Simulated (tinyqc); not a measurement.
# Strained Delta valleys, repopulation and conductivity mass, step by step

Numbers from tinyqc (`OMP_NUM_THREADS=1 python tinyqc.py 2530063 2530064 out.jsonl`; about 0.01 s on one thread of a shared Intel Xeon 2.30GHz). Printed values are rounded.

A cubic crystal with three pairs of conduction valleys along x, y and z under uniaxial stress X along [110] (X > 0 is tension); current along [110]. Non-degenerate electrons, fixed total density, one relaxation time for all valleys and stresses, masses unchanged by strain, so the mobility goes as the mean inverse mass.

Parameters, values chosen for the exercise; values close to those of silicon:
- T = 273 K (temperature)
- s11 = 7.91 1/TPa (compliance)
- s12 = -2.17 1/TPa (compliance)
- s44 = 12.8 1/TPa (compliance)
- Xu = 8.9 eV (shear deformation potential)
- ml = 0.93 m0 (longitudinal mass)
- mt = 0.183 m0 (transverse mass)
- X = -1700 MPa (uniaxial stress (tension positive))

Constants: q = 1.602176634e-19 C, kB = 1.380649e-23 J/K, Vt = kB T/q. Results are converted to the units shown.

Range of the model: Shear strain also changes the transverse masses of these valleys, which is left out.

## Strain tensor

Stress s_ij = X a_i a_j with a the unit vector along [110]; strain e_ii = s11 s_ii + s12 (s_jj + s_kk), e_ij = s44 s_ij/2.

strain (%):
```
,x,y,z
x,-0.487900,-0.544000,0.000000
y,-0.544000,-0.487900,0.000000
z,0.000000,0.000000,0.368900
```

## Valley shifts and shares

Valley shift dE = Xu (n.e.n - trace(e)/3) with n the valley axis; share f proportional to exp(-dE/Vt).

```
valley,dE (meV),share f
x,-25.4184,0.490410
y,-25.4184,0.490410
z,50.8368,0.019179
```

The splitting is 76.3 meV, 3.2 Vt.

## Conductivity mass and mobility

Inverse mass along the current d = [110]: (n.d)^2/ml + (1 - (n.d)^2)/mt; mu/mu0 = sum f (1/m) over the plain mean of 1/m.

1/m along d, valley x to z (1/m0): [3.26987, 3.26987, 5.46448]
conductivity mass = 0.301935 m0
unstrained value = 0.249912 m0
mu/mu0 = 0.827700

The possible range, all electrons in one kind of valley, is 0.817 to 1.37.
